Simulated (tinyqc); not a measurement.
Layer against dose: implant damage, amorphisation by cascade overlap, and solid-phase epitaxial regrowth. Computed by tinyqc, a small Python program. Command: `OMP_NUM_THREADS=1 python tinyqc.py 3114181 3114182 out.jsonl sper walk`. One thread of a shared host (Intel(R) Xeon(R) Processor @ 2.30GHz), about 0.01 s of CPU time with the checks.

Range and width of the damage are inputs. Dynamic annealing enters only through the surviving share f.

Inputs (values chosen for the exercise, modelled on phosphorus ions in silicon):
```
quantity                           value    unit
atomic density N                    49.9  1/nm^3
ion Z1                                15       -
ion mass M1                           31       u
target Z2                             14       -
target mass M2                     28.09       u
ion energy E                          16     keV
displacement energy E_d               14      eV
depth of the damage peak R_d          12      nm
width of the damage profile s_d        6      nm
share of defects that survive f     0.95       -
critical displaced share x_c        0.18       -
dose Q                           2.6e+15  1/cm^2
```

Constants: a_0 = 0.529177210903 angstrom; e^2/(4 pi eps_0) = 14.39964548 eV angstrom.

Method. Robinson partition: eps = E a M2/(Z1 Z2 (e^2/(4 pi eps_0)) (M1 + M2)), a = 0.8853 a_0/sqrt(Z1^(2/3) + Z2^(2/3)); k = 0.0793 Z1^(2/3) Z2^(1/2) (M1 + M2)^(3/2)/((Z1^(2/3) + Z2^(2/3))^(3/4) M1^(3/2) M2^(1/2)); damage energy T_d = E/(1 + k (eps + 0.40244 eps^(3/4) + 3.4008 eps^(1/6))); displacements nu = 0.8 T_d/(2 E_d). Displaced share x(z) = f nu Q exp(-(z - R_d)^2/(2 s_d^2))/(sqrt(2 pi) s_d N); the layer is amorphous where x > x_c, between R_d -/+ s_d sqrt(2 ln(x_max/x_c)), the upper edge being cut at the surface. Threshold dose Q_c = Q x_c/x_max.

threshold dose Q_c = 4.57536e+13 1/cm^2

displacements per ion nu = 310.789

Dose series; the last column is f nu Q erfc((z2 - R_d)/(sqrt2 s_d))/2:
```
Q (1/cm^2)   x_max  upper edge (nm)  lower edge (nm)  displaced atoms beyond z2 (1/cm^2)
5.03e+13    0.1979           9.3883           14.612                          4.9258e+15
6.86e+13    0.2699           6.5998           17.400                          3.7278e+15
1.14e+14    0.4485           3.8925           20.107                          2.9723e+15
1.83e+14    0.7199           2.0096           21.990                          2.5908e+15
3.20e+14    1.2589           0.1660           23.834                          2.2945e+15
5.49e+14    2.1598           0.0000           25.376                          2.0906e+15
1.14e+15    4.4849           0.0000           27.216                          1.8873e+15
2.29e+15    9.0091           0.0000           28.785                          1.7409e+15
```

What follows from these numbers?

A dose 46 times larger moves the lower edge from 14.6 to 28.8 nm, as the root of a logarithm, and the damage beyond it falls by a factor 2.8, since the edge lies on an ever steeper tail. The layer reaches the surface at Q_c exp(R_d^2/(2 s_d^2)) = 3.38e14 per cm^2.
